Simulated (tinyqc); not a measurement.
## Deformation potential from the mobility gain

Inverse problem. Tension X along [100] raises the x valleys by D = Xu (s11 - s12) X against the y and z valleys. Their share is f = w/(w + 2), w = exp(-D/Vt), and for current along [100] mu/mu0 = [f/ml + (1 - f)/mt]/[(1/ml + 2/mt)/3]. Find f, D and Xu.

Inputs (values chosen for the exercise); values close to those of silicon:
```
symbol,value,unit,meaning
T,400,K,temperature
s11,7.6,1/TPa,compliance
s12,-2.14,1/TPa,compliance
ml,0.919,m0,longitudinal mass
mt,0.192,m0,transverse mass
```

Constants: q = 1.602176634e-19 C, kB = 1.380649e-23 J/K, Vt = kB T/q. Results are converted to the units shown.

mu/mu0 = 1.07669696
X = 130 MPa

Answer. The gain is linear in f; w = 2 f/(1 - f).

f = 0.262
D = 11.8 meV
Xu = 9.33 eV

Program tinyqc, `OMP_NUM_THREADS=1 python tinyqc.py 2530079 2530080 out.jsonl`; Intel Xeon 2.30GHz, shared host, one thread, about 0.01 s.
